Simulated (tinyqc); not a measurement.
What each parameter does: pair of shallow donors (hydrogen-like orbitals).

Each donor has the orbital exp(-r/a); energy unit Ha* = q/(eps a), q = e^2/(4 pi eps0), so that a lone donor is bound by Ha*/2; x = R/a. One electron: S = (1 + x + x^2/3) exp(-x), j = 1/x - (1 + 1/x) exp(-2x), k = (1 + x) exp(-x); levels E(+/-) = -1/2 - (j +/- k)/(1 +/- S) in Ha*, without the repulsion of the ions, split by D = |E(-) - E(+)|. In six valleys the overlaps S and k are multiplied by v = [cos(K Rx) + cos(K Ry) + cos(K Rz)]/3, K = k0 (2 pi/a_lat), for isotropic envelopes and the symmetric valley state.

Two electrons, Heitler-London: with S' = (1 - x + x^2/3) exp(x), C = 1/x - exp(-2x)(1/x + 11/8 + 3x/4 + x^2/6), X = (1/5){exp(-2x)(25/8 - 23x/4 - 3x^2 - x^3/3) + (6/x)[S^2 (0.5772157 + ln x) + S'^2 Ei(-4x) - 2 S S' Ei(-2x)]}, Q = C - 2j + 1/x and A = X - 2 S k + S^2/x, the singlet and triplet lie at (Q +/- w A)/(1 +/- w S^2) from two lone donors, with the valley weight w = v^2; the exchange is J = triplet - singlet.

Constants: e^2/(4 pi eps0) = 14.39964547 eV angstrom.

Inputs chosen for the exercise (near those of two donors in Si; the results hold for these values, not for the real material): a = 18.8 angstrom (orbital radius); eps = 11.4 (dielectric constant); n = (14.25, 0.25, 0.25) a_lat (separation vector); a_lat = 5.431 angstrom (lattice constant); k0 = 0.848 2 pi/a_lat (valley position).

x, D = |E(-) - E(+)| and J.

Results for these values:
```
case      x  D (meV)  J (micro-eV)
base  4.118    2.458           225
```

What happens to each result for n = (15.25, 0.25, 0.25) a_lat, all else kept?

Answer: x rises from 4.118 to 4.407; D falls from 2.458 to 2.059; J falls from 225 to 157.

The same for each parameter in turn:
```
case                               x  D (meV)  J (micro-eV)
base                           4.118    2.458           225
a = 16.9 angstrom              4.581    1.943           126
eps = 12.5                     4.118    2.242           206
k0 = 0.828 2 pi/a_lat          4.118    1.533          88.3
n = (15.25, 0.25, 0.25) a_lat  4.407    2.059           157
```

Program tinyqc; command `OMP_NUM_THREADS=1 python tinyqc.py 1280863 1280864 out.jsonl`; about 0.01 s on one thread of a shared Intel(R) Xeon(R) Processor @ 2.30GHz.
